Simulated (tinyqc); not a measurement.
Deep trap from a strong local potential in a two-band host (Koster-Slater model with semi-elliptic bands): one step, computed by the program tinyqc.

The valence band spans -2 W_v to 0 and the conduction band E_g to E_g + 2 W_c. The orbital at the impurity site has weight f_v in the valence band and 1 - f_v in the conduction band, each spread as a semi-ellipse (2/(pi W^2)) sqrt(W^2 - x^2) about the band centre. The impurity adds U to this orbital. Spin is left out.

Problem. The trap level. In the gap G(E) = f_v (2/W_v^2)[x - sqrt(x^2 - W_v^2)] - (1 - f_v)(2/W_c^2)[y - sqrt(y^2 - W_c^2)], x = E + W_v, y = E_g + W_c - E. The trap level solves G(E) = 1/U (bisection). With D = -dG/dE = D_v + D_c, D_v = f_v (2/W_v^2)[x/sqrt(x^2 - W_v^2) - 1] and D_c = (1 - f_v)(2/W_c^2)[y/sqrt(y^2 - W_c^2) - 1], the weight on the impurity orbital is 1/(U^2 D) and the conduction-band character is D_c/D.

Inputs (values chosen for the exercise, for a model semiconductor):
```
quantity                                value  unit
gap E_g                                  0.74    eV
half-width of the valence band W_v          4    eV
half-width of the conduction band W_c     5.2    eV
valence weight f_v of the site orbital   0.56     -
impurity potential U                     5.77    eV
```

Impurity: repulsive, acceptor-like.

Give: trap level E_t; weight on the impurity orbital; conduction-band character; depth below the conduction band.

Solution.

trap level E_t = 0.001200 eV

weight on the impurity orbital = 0.01064

conduction-band character = 0.01234

depth below the conduction band = 0.7388 eV
